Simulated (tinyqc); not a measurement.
# Round nanowire with a gate all round, subbands and threshold shift from confinement: two studies

Undoped body with a flat potential across it, hard walls, transport along x. Three valley pairs (g = 2 each) with the longitudinal mass along x, y or z. Non-parabolicity enters the subband edges through E (1 + al E) = gamma, so E = 2 gamma/(1 + sqrt(1 + 4 al gamma)); motion within a subband is taken as parabolic with the band-edge mass. Energies are counted from the bulk band edge.

Parameters, values chosen for the exercise; masses close to those of silicon:
- T = 300 K (temperature)
- ml = 0.92 m0 (longitudinal mass)
- mt = 0.186 m0 (transverse mass)
- al = 0 1/eV (non-parabolicity)
- t = 7.9 nm (diameter)
- dl = 0 nm (widening of the box by penetration into the insulator)
- Cg = 2.2 uF/cm^2 (gate capacitance per area of interface)

Constants: q = 1.602176634e-19 C, kB = 1.380649e-23 J/K, hbar = 1.054571817e-34 J s, m0 = 9.1093837015e-31 kg, Vt = kB T/q, hbar^2/(2 m0) = 0.0380998212 eV nm^2. Results are converted to the units shown.

Each table varies one quantity; the others keep the values above.

## Confinement against the diameter

gamma = C (2 z/(t + dl))^2 (1/my + 1/mz)/2, z the zeros of the Bessel functions J_l (2.404826, 3.831706, 5.135622, 5.520078, ...), twofold for l > 0; the mean inverse mass is an approximation for anisotropic valleys, C = hbar^2/(2 m0). Each subband has N_k = g sqrt(2 mx m0 kB T/(pi hbar^2)); without degeneracy n = exp(EF/Vt) sum N_k exp(-E_k/Vt). Classical value Nc times pi t^2/4, Nc = sum over valleys of 2 g (m m0 kB T/(2 pi hbar^2))^1.5 with m = (mx my mz)^(1/3). Threshold shift dVT = Vt ln(classical value/sum N_k exp(-E_k/Vt)). With degeneracy n = sum N_k F((EF - E_k)/Vt), F(x) = (1/sqrt(pi)) int_0^infinity u^(-1/2) du/(1 + exp(u - x)); gate: Vg = EF + q n/(Cg P), P = pi t, summed over the 60 lowest subbands at most, with Vg counted from the value that would put EF at the bulk band edge of an empty body. The last two columns are for Vg = 0.4 V; sensitivity d(dVT)/dt by central differences between 0.99 and 1.01 times the value.

Results:
```
t (nm)  E_1 (meV)  gap to the next edge (meV)  dVT (mV)  sensitivity (mV/nm)  n/P (cm^-2)  share of the lowest subband (%)
2           712.1                       472.6     653.9               -686.3      7.302e7                            50.00
2.7         390.7                       259.3     348.0               -270.3     9.268e11                            50.00
4.7         128.9                       85.57     113.9               -45.37     3.693e12                            46.78
6.3         71.76                       47.62     68.07               -17.63     4.344e12                            36.85
8.4         40.37                       26.79     44.23               -7.192     4.766e12                            25.55
11          23.54                       15.62     31.56               -3.293     5.050e12                            16.97
15          12.66                       8.401     22.77               -1.470     5.303e12                            9.982
20          7.121                       4.726     17.56              -0.7389     5.492e12                            5.875
```

Estimate the missing row, t = 3.6 nm.

Computed row:
```
t (nm)  E_1 (meV)  gap to the next edge (meV)  dVT (mV)  sensitivity (mV/nm)  n/P (cm^-2)  share of the lowest subband (%)
3.6         219.8                       145.9     191.9               -108.1     2.712e12                            49.74
```

With this row back in the table: As t grows from 2 to 20 nm, E_1 falls from 712 to 7.12 meV and dVT falls from 654 to 17.6 mV. E_1 goes as t^(-2.00) at the thin end (-2 for a parabolic band without penetration); a thickness error of 0.2 nm moves the threshold by 140 mV in the first row and 0.15 mV in the last. The charge per interface area rises from 7.30e7 to 5.49e12 cm^-2. For t = 2, 2.7 the body is too thin for bulk effective masses to be reliable. For t = 3.6, 4.7, 6.3, 8.4, 11, 15, 20 the charge in the last two columns would bend the potential across the body by some 30 mV or more, which is left out.

## Charge and subband filling against gate voltage

Same model as above.

Each subband has N_k = g sqrt(2 mx m0 kB T/(pi hbar^2)). Cq = q dn/dEF.

Charge and subband filling against gate voltage:
```
Vg (V)  EF - E_1 (eV)  n (cm^-1)  n/P (cm^-2)  share of the lowest subband (%)  Cq/(Cg P)  total C/(Cg P)
-0.1          -0.1468    4.068e4     1.639e10                            33.57    0.04609         0.04406
0.02         -0.05926    1.146e6     4.617e11                            33.01      1.237          0.5530
0.15         -0.02149    4.289e6     1.728e12                            31.42      4.078          0.8031
0.28        -9.429e-4    8.019e6     3.231e12                            29.55      6.678          0.8698
0.4           0.01290    1.164e7     4.689e12                            27.81      8.669          0.8966
0.53          0.02520    1.565e7     6.305e12                            26.02      10.47          0.9128
0.65          0.03505    1.940e7     7.817e12                            24.50      11.89          0.9224
0.78          0.04464    2.351e7     9.471e12                            22.99      13.21          0.9296
0.9           0.05278    2.732e7     1.101e13                            21.74      14.28          0.9346
```

Read the table: what changes, and by how much?

EF passes E_1 = 0.0456 eV at Vg = 0.287 V. The share of the lowest subband falls from 33.6 to 21.7 % and the total capacitance rises from 0.0441 to 0.935 of Cg P. Between the last two rows 6.8 % of the added gate voltage goes into raising EF. For Vg = 0.15, 0.28, 0.4, 0.53, 0.65, 0.78, 0.9 the charge would bend the potential across the body by some 30 mV or more, which is left out.

Range of the model: For the strongly anisotropic y and z valleys the mean inverse mass serves only for l = 0; pairs with l > 0 really split widely.

Numbers from tinyqc (`OMP_NUM_THREADS=1 python tinyqc.py 2350126 2350127 out.jsonl`; about 0.3 s on one thread of a shared Intel Xeon 2.30GHz).
